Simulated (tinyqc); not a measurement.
Channel direction: nanosheet or nanowire with hard walls, valleys of the Ge type.

Four ellipsoidal valleys along <111>: inverse mass tensor w = 1/mt + (1/ml - 1/mt) a a^T with a the unit axis. Device axes: x along the channel, z = [001], y = z x x. The Gamma and Delta valleys are left out; the heavy Delta valleys, about 0.18 eV up, lie lowest once the L levels pass about 0.2 eV.

Hard walls around a W x H rectangle. The block w_c of w in (y, z) confines; the transport mass follows from 1/m_x = w_xx - w_xc w_c^-1 w_cx. The cross-section problem c (w_yy ky^2 + 2 w_yz ky kz + w_zz kz^2), c = hbar^2/2m0, is solved in products sin(n pi y/W) sin(l pi z/H), n, l = 1 to 12; if w_yz = 0 the levels are c pi^2 (w_yy n^2/W^2 + w_zz l^2/H^2). The w_yz term couples (n, l) to (n', l') by -2 c w_yz D_nn'(W) D_ll'(H) with D_nm(L) = 4 n m/(L (n^2 - m^2)) for n + m odd and 0 otherwise.

Without degeneracy the line density is N1 exp((EF - Ec)/kB T) with N1 = sum 2 g sqrt(m_x kB T/(4 pi c)) exp(-E/kB T), here over n, l up to 80 where w_yz = 0 and over all levels of a 12 x 12 sine basis otherwise; the classical value is W H Nc with Nc = 2 g_all (m_dos kB T/(4 pi c))^(3/2), m_dos = (ml mt^2)^(1/3); dVt = kB T ln(W H Nc/N1).

Constants: hbar^2/2m0 = 3.80998211 eV angstrom^2; kB = 8.617333262e-05 eV/K.

Inputs chosen for the exercise (near those of Ge; shifted at random, so the results belong to these values and not to a real crystal):

| symbol | value | unit | meaning |
|---|---|---|---|
| ml | 1.563 | m0 | longitudinal mass |
| mt | 0.081 | m0 | transverse mass |
| T | 350 | K | temperature |
| g_all | 4 |  | number of valleys |
| W | 110 | angstrom | width, along y |
| H | 62 | angstrom | height, along z = [001] |

The same rectangle along [100] and [110]; groups ordered by w_zz, then w_yy.

Lowest level of each group:

| channel, group | valleys g | w_yy | w_zz | \|w_yz\| | m_x (m0) | E (eV) |
|---|---|---|---|---|---|---|
| [100] A | 4 | 8.444 | 8.444 | 3.902 | 0.575 | 0.1052 |
| [110] A | 2 | 4.542 | 8.444 | 5.518 | 0.081 | 0.0869 |
| [110] B | 2 | 12.346 | 8.444 | 0.000 | 1.069 | 0.1210 |

The lowest subband has m_x = 0.575 m0 and 4 valleys along [100], and 0.081 m0 and 2 valleys along [110]; its edge lies at 0.1052 and 0.0869 eV. At equal energy above the edge the carriers of the [110] channel are faster by a factor 2.66.

(tinyqc, `OMP_NUM_THREADS=1 python tinyqc.py 1282557 1282558 out.jsonl`, Intel(R) Xeon(R) Processor @ 2.30GHz, 1 thread, shared host, about 0.2 s.)
